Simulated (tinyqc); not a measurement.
p-n diode, drift-diffusion by the Gummel loop with Scharfetter-Gummel fluxes: effect of the SRH lifetime of holes at fixed bias.

Abrupt junction at x = 0, p side from -Lp, n side to Ln, ohmic contacts. psi is counted from the intrinsic level; n = ni exp((psi - phin)/Vt), p = ni exp((phip - psi)/Vt). Contacts: p side psi = V - Vt ln(Na/ni), p = Na, n = ni^2/Na; n side psi = Vt ln(Nd/ni), n = Nd, p = ni^2/Nd. Constant mobilities, D = mu Vt, Boltzmann statistics, SRH recombination through a mid-gap level, U = (n p - ni^2)/(tp (n + ni) + tn (p + ni)). Current is positive from the p contact to the n contact.

ni = sqrt(Nc Nv) exp(-Eg/(2 Vt)), Eg in volts. Poisson and both continuity equations are solved self-consistently with Scharfetter-Gummel fluxes on a graded mesh of 500 nodes. J_scr is q times the integral of U between -xp and xn. Ideal diffusion current J_id = q ni^2 [Dn coth(wp/Le)/(Le Na) + Dp coth(wn/Lh)/(Lh Nd)] (exp(V/Vt) - 1), Le = sqrt(Dn tn), Lh = sqrt(Dp tp), wp = Lp - xp, wn = Ln - xn, with xp and xn from the depletion approximation (W = sqrt(2 eps0 eps_r (Vbi - V)(1/Na + 1/Nd)/q), xp = W Nd/(Na + Nd), xn = W Na/(Na + Nd), Vbi = Vt ln(Na Nd/ni^2)). Ideality factor = 0.004 V/(Vt ln[J(V + 0.004 V)/J(V)]).

Values chosen for this exercise; band and dielectric values close to those of silicon:
- T = 300 K (temperature)
- Eg = 1.1 eV (band gap)
- eps_r = 11.6 (relative permittivity)
- Nc = 2.86e19 cm^-3 (conduction-band density of states at T)
- Nv = 2.64e19 cm^-3 (valence-band density of states at T)
- Na = 1.4e17 cm^-3 (acceptor density of the p side)
- Nd = 4.9e17 cm^-3 (donor density of the n side)
- mun = 450 cm^2/(V s) (electron mobility)
- mup = 190 cm^2/(V s) (hole mobility)
- tn = 1e-9 s (SRH lifetime of electrons)
- Lp = 6.1 um (length of the p side)
- Ln = 7.4 um (length of the n side)
- G = 0 cm^-3 s^-1 (uniform generation rate)
- V = 0.58 V (bias of the p contact)

Constants: q = 1.602176634e-19 C, kB = 1.380649e-23 J/K, Vt = kB T/q, eps0 = 8.8541878128e-14 F/cm where lengths are in cm. Results are converted to the units shown.

Effect of the SRH lifetime of holes at fixed bias:
```
tp (s),J (A/cm^2),ideality factor,J_scr/J (%),J_id (A/cm^2),share recombining at the contacts (%),larger minority/doping at -xp and xn
1e-11,1.50,1.42,67.6,0.489,0.0826,1.05e-4
1e-10,0.618,1.32,56.0,0.272,0.201,1.06e-4
1e-9,0.329,1.19,38.3,0.203,0.379,1.06e-4
1e-8,0.229,1.09,21.0,0.181,0.855,1.06e-4
1e-7,0.194,1.04,9.81,0.175,1.94,1.06e-4
1e-6,0.177,1.05,3.84,0.174,2.39,1.06e-4
1e-5,0.146,1.19,1.04,0.174,3.12,1.06e-4
```

What does the table show?

As tp rises from 1e-11 to 1e-5, J falls from 1.50 to 0.146 A/cm^2, the share of the depleted layer falls from 67.6 to 1.04 % and the share lost at the contacts rises from 0.0826 to 3.12 %. The exponent d ln J/d ln tp is -0.39 between the first two rows and -0.08 between the last two. J less J_scr is 17 % below J_id in the last row.

Computed by the program tinyqc: `OMP_NUM_THREADS=1 python tinyqc.py 2240006 2240007 out.jsonl`, one thread of a shared Intel Xeon 2.30GHz, about 0.2 s for the whole run.
